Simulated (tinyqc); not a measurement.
Geometry relaxation of a small cluster: one step, computed by the program tinyqc.

E = sum_i {sum_j A exp(-p (r_ij/r0 - 1)) - xi sqrt(rho_i)}, rho_i = sum_j exp(-2 q (r_ij/r0 - 1)); the force on i is -sum_j w_ij (R_i - R_j)/r_ij with w_ij = -(2p/r0) A exp(-p (r_ij/r0 - 1)) + (xi q/r0) exp(-2 q (r_ij/r0 - 1)) (rho_i^(-1/2) + rho_j^(-1/2)).

Problem. The first two steps. FIRE with unit mass: if F.v > 0, v = (1 - a) v + a |v| F/|F|, and after more than 5 such steps in a row dt = min(1.1 dt, 5 dt0), a = 0.99 a; else v = 0, a = 0.1, and dt = dt/2 (not at the first step). Then v = v + dt F, R(new) = R + dt v. dt0 = sqrt(eta), a = 0.1 at first. No atom moves more than 0.3 angstrom a step (the whole step is scaled). Stop when the largest force component is below 1e-5 eV/angstrom.

Inputs (values chosen for the exercise, for model atoms):

| quantity | value | unit |
|---|---|---|
| length r0 | 3 | angstrom |
| repulsion A | 0.17 | eV |
| hopping xi | 1.92 | eV |
| decay p | 10.6 | - |
| decay q | 3.25 | - |
| step factor eta | 0.024 | angstrom^2/eV |

Potential: Gupta. Method: FIRE.

starting positions (angstrom):
```
           x      y      z
atom 1  0.17  -0.02  -0.15
atom 2  3.01  -0.09  -0.04
atom 3   1.4   2.35  -0.03
atom 4  1.47   0.71   2.24
```

Give: positions after step 1; energy after step 1; positions after step 2; energy after step 2.

Solution.

positions after step 1 (angstrom):
```
            x       y       z
atom 1  0.194  -0.016  -0.138
atom 2  2.972  -0.068  -0.025
atom 3  1.411   2.325  -0.019
atom 4  1.474   0.709   2.202
```

energy after step 1 = -12.43 eV

positions after step 2 (angstrom):
```
            x       y       z
atom 1  0.225  -0.020  -0.120
atom 2  2.911  -0.031  -0.001
atom 3  1.434   2.294  -0.003
atom 4  1.481   0.706   2.144
```

energy after step 2 = -12.47 eV
